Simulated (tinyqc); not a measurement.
# Holstein polaron on two sites, step by step

A worked calculation. Computed by tinyqc, a small Python program that keeps every step. Command: `OMP_NUM_THREADS=1 python tinyqc.py 3014578 3014579 out.jsonl holstein walk`. One thread of a shared host (Intel(R) Xeon(R) Processor @ 2.30GHz), about 0.01 s of CPU time with the checks. Intermediate numbers are printed to about 7 digits and carried at full precision; extremes and crossings named in words are read from the listed rows.

One electron on sites 1 and 2: H = -t (c1+ c2 + c2+ c1) + hbar omega sum_i b_i+ b_i - g hbar omega sum_i n_i (b_i + b_i+). The symmetric phonon shifts the energy by -g^2 hbar omega/2 and drops out; with b = (b_1 - b_2)/sqrt(2) there remains H = -t sigma_x + hbar omega b+ b - (g hbar omega/sqrt(2)) sigma_z (b + b+). Parity splits it into blocks p = +1 and -1 over phonon numbers n. Zero-point energies are left out. Weights Z refer to mode b alone; the displaced symmetric mode multiplies the full zero-phonon weight by exp(-g^2/2).

Inputs (values chosen for the exercise, for a model dimer): hopping t = 68 meV; phonon energy hbar omega = 32 meV; coupling g = 1.03; phonon levels kept N = 5.

## Energy scales

Polaron binding energy E_p = g^2 hbar omega; ratio E_p/t (the adiabatic potential has two wells when it exceeds 1); adiabaticity hbar omega/t.

E_p = 33.9488 meV

E_p/t = 0.4992471

hbar omega/t = 0.4705882

## The even block in a small basis

Block p: H_nn = n hbar omega - p t (-1)^n - g^2 hbar omega/2, H_(n,n+1) = -(g hbar omega/sqrt(2)) sqrt(n + 1). Take p = +1 and n = 0..N-1.

H, even block (meV):
$$\begin{pmatrix}
-84.9744 & -23.3062 & 0.0000 & 0.0000 & 0.0000 \\
-23.3062 & 83.0256 & -32.9600 & 0.0000 & 0.0000 \\
0.0000 & -32.9600 & -20.9744 & -40.3676 & 0.0000 \\
0.0000 & 0.0000 & -40.3676 & 147.0256 & -46.6125 \\
0.0000 & 0.0000 & 0.0000 & -46.6125 & 43.0256
\end{pmatrix}$$

## Levels in the small basis

Diagonalise H; the eigenvector has its largest component positive; Z is the weight of n = 0.

levels (meV): [-88.5139, -39.2632, 27.8819, 94.2637, 172.7594]

lowest eigenvector: [0.9852020, 0.1496210, 0.0820559, 0.0151236, 0.0053592]

Z in the small basis = 0.9706229

## Converged results

Use 60 levels in both blocks; Z = c_0^2 is the weight of n = 0 in the ground state c; the splitting is the lowest odd level less the lowest even one, which without coupling is the smaller of 2t and hbar omega; <sigma_x> = sum (-1)^n c_n^2 measures the kinetic energy.

ground-state energy = -88.51418 meV

weight Z of n = 0 in mode b = 0.9705992

mean phonon number in b = 0.03671551

splitting = 23.83603 meV

splitting/(2t) = 0.1752649

<sigma_x> = 0.9547546

The small basis misses the ground-state energy by 0.000301 meV. Mode b stays mostly in its zero-phonon state. Caution: with hbar omega below 2t the lowest odd level starts as a one-phonon state, so the splitting here is a softened phonon and not a narrowed hopping.

## Approximations to the ground state

Second order: E = -t - E_p/2 - (E_p/2) hbar omega/(hbar omega + 2t). Lang-Firsov: E = -E_p - t exp(-g^2). Variable displacement: E(x) = -E_p/2 - t exp(-g^2 x^2) - (E_p/2)(2x - x^2), minimised over 0 <= x <= 1. Adiabatic, classical lattice: E = -E_p/2 - t for E_p < t, else -E_p - t^2/(2 E_p); it leaves out the change of zero-point energy.

Ground-state energy (meV):
```
method                         E  E - exact
second order in g      -88.20762    0.30656
Lang-Firsov            -57.48660   31.02758
variable displacement  -88.26068    0.25350
adiabatic, classical   -84.97440    3.53978
```

best displacement x = 0.1969

Closest here is variable displacement (+0.25 meV), furthest Lang-Firsov (+31.03 meV), at hbar omega/t = 0.47 and E_p/t = 0.50. Lang-Firsov and variable displacement are variational and lie above the exact value.

Checks made by the program: 60 against 80 levels (relative difference below 1e-10); Hellmann-Feynman: dE/dt = -<sigma_x> (relative difference below 1e-10).
